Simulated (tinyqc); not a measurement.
Short-channel transistor, virtual-source model with series resistance: output curve.

The current per gate width is the charge at the top of the source barrier (the virtual source) times its velocity times a saturation function; al and be are fitting constants of the model. Units: I in uA/um, Rs in ohm um, so I Rs = 1e-6 I Rs in volts; Q in uC/cm^2, so I = 1e-4 Q vx0 Fsat with vx0 in cm/s.

Intrinsic voltages Vg' = Vgs - I Rs, Vd' = Vds - 2 I Rs. n = n0 + nd Vd', VT = VT0 - dl Vd', Ff = 1/(1 + exp((Vg' - VT + al Vt/2)/(al Vt))), Q = Cinv n Vt ln(1 + exp((Vg' - VT + al Vt Ff)/(n Vt))), Vdsat = (vx0 L/mu)(1 - Ff) + Vt Ff, Fsat = u/(1 + u^be)^(1/be) with u = Vd'/Vdsat, and I = Q vx0 Fsat per width. I is solved self-consistently. gds = dI/dVds, gm = dI/dVgs.

Values chosen for this exercise:
```
symbol   value        unit                                                         meaning
T          300           K                                                     temperature
Cinv      3.01     uF/cm^2                                           inversion capacitance
vx0     2.32e7        cm/s                                  velocity at the virtual source
mu        1100  cm^2/(V s)                                               apparent mobility
L           25          nm                                                  channel length
VT0       0.42           V                                 threshold at zero drain voltage
dl       0.069         V/V                                  drain-induced barrier lowering
n0        1.14                                                         subthreshold factor
nd         0.2         1/V                                  growth of n with drain voltage
al         3.5              threshold shift (in units of Vt) from weak to strong inversion
be         1.4                                                     sharpness of saturation
Rs         200      ohm um                               series resistance of each contact
Vgs        0.9           V                                                    gate voltage
```

Constants: q = 1.602176634e-19 C, kB = 1.380649e-23 J/K, Vt = kB T/q. Results are converted to the units shown.

Output curve:
```
Vds (V)  I (uA/um)     Fsat  gds (uS/um)  gain gm/gds
0.1          239.4  0.07919         2379     0.009934
0.2          475.3   0.1762         2335      0.02727
0.3          705.3   0.2958         2257      0.06144
0.4          924.2   0.4422         2102       0.1405
0.5           1120   0.6107         1773       0.3654
0.6           1270   0.7692         1194        1.099
0.7           1360   0.8721        658.4        2.986
0.8           1411   0.9232        399.7        5.763
0.9           1445   0.9488        294.1        8.333
```

What does the comparison show?

The current rises from 239 to 1450 uA/um as Fsat rises from 0.0792 to 0.949; gds falls from 2380 to 294 uS/um. The gain ends at 8.33, against 1/dl = 14.5 for a current that depends on Vds through barrier lowering alone.

Program tinyqc, `OMP_NUM_THREADS=1 python tinyqc.py 2380118 2380119 out.jsonl`; Intel Xeon 2.30GHz, shared host, one thread, about 0.01 s.
